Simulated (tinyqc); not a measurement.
Strain-driven roughening and islands of a mismatched epitaxial film: one step, computed by the program tinyqc.

Film and substrate share isotropic elastic constants; the film is coherent and biaxially strained.

Problem. Island nucleation. Shallow faceted island (Tersoff form): E = 4 Gam V^(2/3) tan^(1/3)(theta) - 6 c V tan(theta), Gam = gamma [x/sin(theta) - 1/tan(theta)], x the facet energy over gamma, c = stress^2 (1 - nu)/(2 pi G). The barrier is the maximum of E, at V_c = [4 Gam/(9 c)]^3 / tan^2(theta) (1 GPa nm = 1 J/m^2).

Inputs (values chosen for the exercise, modelled on InAs on InP):
```
quantity,value,unit
shear modulus G,31.2,GPa
Poisson ratio nu,0.29,-
surface energy gamma,0.697,J/m^2
contact angle of the shallow shape theta_1,9.47,degrees
contact angle of the steep shape theta_2,26.2,degrees
facet energy of shape 1 over gamma,1.001,-
facet energy of shape 2 over gamma,1.033,-
```

stress = 3.514614 GPa

Constants: e = 1.602176634e-19 C.

Give: c; Gam of shape 1; critical volume, shape 1; barrier, shape 1; Gam of shape 2; critical volume, shape 2; barrier, shape 2.

Solution.

c = 0.04474 GPa

Gam of shape 1 = 0.06197 J/m^2

critical volume, shape 1 = 8.385 nm^3

barrier, shape 1 = 1.172 eV

Gam of shape 2 = 0.2143 J/m^2

critical volume, shape 2 = 39.85 nm^3

barrier, shape 2 = 16.43 eV

The shallow shape has the lower barrier. Each barrier is a third of the surface term at V_c and scales as Gam^3/c^2, that is as f^(-4).
